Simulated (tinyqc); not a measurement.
Donor binding, ionisation and the Mott limit: Freeze-out.

Hydrogenic donor: Ry = (m0 q^3/(8 eps0^2 h^2)) me/eps_r^2 in eV, E0 = cc Ry, radius a = q/(8 pi eps0 eps_r E0), Mott density Nm = (0.26/a)^3. Below Nm the level sinks as Ed = E0 [1 - (N/Nm)^(1/3)]. Neutrality: Nc F12(eta) = N/(1 + 2 exp(eta + Ed/kB T)), F12(x) = (2/sqrt(pi)) int_0^infinity sqrt(u)/(1 + exp(u - x)) du.

Nc is given at 100 K and scales as T^1.5.

Values chosen for this exercise; band and dielectric values those of a made-up semiconductor:
```
symbol,value,unit,meaning
eps_r,9.88,,relative permittivity
me,0.365,m0,"mass in the hydrogenic formula, set independently of Nc"
Nc,2.69e18,cm^-3,conduction-band density of states at 100 K
cc,1.3,,ratio of the true binding energy to the hydrogenic one
N,1.4e17,cm^-3,donor density
```

Constants: q = 1.602176634e-19 C, kB = 1.380649e-23 J/K, eps0 = 8.8541878128e-12 F/m, h = 6.62607015e-34 J s, m0 = 9.1093837015e-31 kg, Vt = kB T/q. Results are converted to the units shown.

Results:
```
T (K),eta,n (cm^-3),ionised (%),ln(n/T^0.75)
30,-10.90,8.174e12,0.005839,27.18
45,-7.878,3.078e14,0.2199,30.51
60,-6.437,2.002e15,1.430,32.16
80,-5.429,8.435e15,6.025,33.38
150,-4.403,6.023e16,43.02,34.88
220,-4.440,1.031e17,73.62,35.13
300,-4.723,1.238e17,88.44,35.08
400,-5.087,1.327e17,94.77,34.93
```

Estimate the missing row, T = 110 K.

Computed row:
```
T (K),eta,n (cm^-3),ionised (%),ln(n/T^0.75)
110,-4.724,2.746e16,19.61,34.33
```

With this row back in the table: The ionised share rises from 0.00584 to 94.8 %. Between the first two rows ln(n/T^0.75) has the slope -25.8 meV against q/kB T; deep freeze-out without compensation gives -Ed/2 = -25.8 meV.

Range of the model: A sharp level with degeneracy 2 overstates freeze-out near Nm, where the impurity band broadens and merges with the conduction band.

Program tinyqc, `OMP_NUM_THREADS=1 python tinyqc.py 2330045 2330046 out.jsonl`; Intel Xeon 2.30GHz, shared host, one thread, about 0.01 s.
